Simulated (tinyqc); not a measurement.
Solubility, supersaturation, precipitation and gettering of an impurity in a silicon-like host: one step, computed by the program tinyqc. Command: `OMP_NUM_THREADS=1 python tinyqc.py 3008962 3008963 out.jsonl ripen walk`. One thread of a shared host (Intel(R) Xeon(R) Processor @ 2.30GHz), about 0.01 s of CPU time with the checks.

The wafer was saturated at T1 and is then held at T.

Task: Denuded zone. Near a surface held at C_eq(T) the excess decays by out-diffusion over sqrt(D t) and by capture over L_s = sqrt(D tau_f) = (4 pi n r_f)^(-1/2); the shorter length sets the depth from which the surface draws.

Inputs (values chosen for the exercise, modelled on chromium in silicon):
```
quantity                      value        unit
temperature of saturation T1   1300           K
anneal temperature T           1070           K
anneal time t                   400           s
wafer thickness w               400  micrometre
```

Gettering: relaxation gettering at sinks.

D(T) = 1.080277e-07 cm^2/s

tau_f = 1041.239 s

Give: sqrt(D t); capture length L_s; L_s/w.

Result:

sqrt(D t) = 65.74 micrometre

capture length L_s = 106.1 micrometre

L_s/w = 0.2651

In the time given a surface draws only from within about sqrt(D t), which is shorter than L_s; in a longer anneal the sinks would keep this depth to about L_s. Caution: the barrier to homogeneous nucleation is below 35 k_B T for these inputs, so new precipitates would form and outnumber the fixed sinks assumed here.
